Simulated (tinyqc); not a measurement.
Binary melting diagram from solution models of liquid and solid: one step, computed by the program tinyqc.

x is the fraction of B. In a phase with interaction L: mu_A = G_A + R T ln(1 - x) + L x^2, mu_B = G_B + R T ln x + L (1 - x)^2. Melting: G(liquid) - G(solid) = H (1 - T/T_m) for each pure component.

Problem. Tie line by Newton steps. Equal potentials: F_A = dG_A + R T ln[(1 - xl)/(1 - xs)] + L_L xl^2 - L_S xs^2 = 0, F_B = dG_B + R T ln(xl/xs) + L_L (1 - xl)^2 - L_S (1 - xs)^2 = 0. Newton steps from the ideal values with the exact Jacobian, halved if x would leave (0, 1); stop below 1e-12, residuals under 1e-7 shown as 0.

Inputs (values chosen for the exercise, modelled on Si-Ge):
```
quantity                value    unit
melting point T_A        1687       K
melting point T_B        1211       K
heat of melting H_A      50.5  kJ/mol
heat of melting H_B      37.2  kJ/mol
liquid interaction L_L    7.4  kJ/mol
solid interaction L_S     3.7  kJ/mol
```

Diagram: complete solid solution (lens).

T = 1587.04 K

Constants: R = 8.314462618 J/(mol K).

Give: Iteration; liquidus xl; solidus xs.

Solution.

Iteration:
```
step      xl      xs  F_A (kJ/mol)  F_B (kJ/mol)
1     0.3038  0.1266     6.237e-01     7.642e-01
2     0.3799  0.1602    -3.636e-02     7.914e-02
3     0.3779  0.1606    -3.699e-05    -1.136e-04
4     0.3779  0.1606             0             0
5     0.3779  0.1606             0             0
```

liquidus xl = 0.3779

solidus xs = 0.1606
